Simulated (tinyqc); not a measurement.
Inside a calculation. Method: tight binding, kagome lattice. Computed by tinyqc, a small Python program that keeps every step. Settings: t1 = 1.16, t2 = 0.37, delta = 0, bands filled = 1. Command: `OMP_NUM_THREADS=1 python tinyqc.py 26081 26082 out.jsonl` (the two numbers bound the seeds that draw the settings). One thread of a shared host (Intel(R) Xeon(R) Processor @ 2.60GHz), about 0.01 s of CPU time with the checks.

## Bloch Hamiltonian at k

Parameters chosen for this model:
```
parameter     value                unit
t1         1.160000    eV, up triangles
t2         0.370000  eV, down triangles
delta             0        eV on site C
```

k point k (fractions of the reciprocal vectors): [0.50000, -0.13000]

H_AB = -t1 - t2 exp(-i k.a1), H_AC = -t1 - t2 exp(-i k.a2), H_BC = -t1 - t2 exp(i k.(a1 - a2)), H_CC = delta.

H(k) at k (eV), order A, B, C:
$$\begin{pmatrix}
0.00000 & -0.79000 & -1.41328-0.26972i \\
-0.79000 & 0.00000 & -0.90672+0.26972i \\
-1.41328+0.26972i & -0.90672-0.26972i & 0.00000
\end{pmatrix}$$

## Levels at k

Diagonalise the Hermitian matrix.

eigenvalues (eV): [-2.11904, 0.58904, 1.53000]

weights |c|^2 of the basis functions, order A, B, C:
$$\begin{pmatrix}
0.36384 & 0.21502 & 0.42114 \\
0.24491 & 0.67622 & 0.07886 \\
0.39124 & 0.10876 & 0.50000
\end{pmatrix}$$

## Bloch Hamiltonian at K

k point K (fractions of the reciprocal vectors): [0.33333, 0.66667]

As before.

H(k) at K (eV), order A, B, C:
$$\begin{pmatrix}
0.00000 & -0.97500+0.32043i & -0.97500-0.32043i \\
-0.97500-0.32043i & 0.00000 & -0.97500+0.32043i \\
-0.97500+0.32043i & -0.97500-0.32043i & 0.00000
\end{pmatrix}$$

## Levels at K

As before.

eigenvalues (eV): [-1.95000, 0.42000, 1.53000]

weights |c|^2 of the basis functions, order A, B, C:
$$\begin{pmatrix}
0.33333 & 0.33333 & 0.33333 \\
0.33333 & 0.33333 & 0.33333 \\
0.33333 & 0.33333 & 0.33333
\end{pmatrix}$$

## Bands along a path

The same steps at evenly spaced points between the labelled ones.

Bands along the path (eV):
```
k            band 1   band 2   band 3
G          -3.06000  1.53000  1.53000
G-K 0.33   -2.80363  1.27363  1.53000
G-K 0.67   -2.24260  0.71260  1.53000
K          -1.95000  0.42000  1.53000
K-M 0.33   -2.00021  0.47021  1.53000
K-M 0.67   -2.08262  0.55262  1.53000
M          -2.11904  0.58904  1.53000
M-K' 0.33  -2.08262  0.55262  1.53000
M-K' 0.67  -2.00021  0.47021  1.53000
K'         -1.95000  0.42000  1.53000
```

With 1 band(s) filled, the highest filled level on these points lies at K' and the lowest empty one at K': a gap of 2.3700 eV, direct.
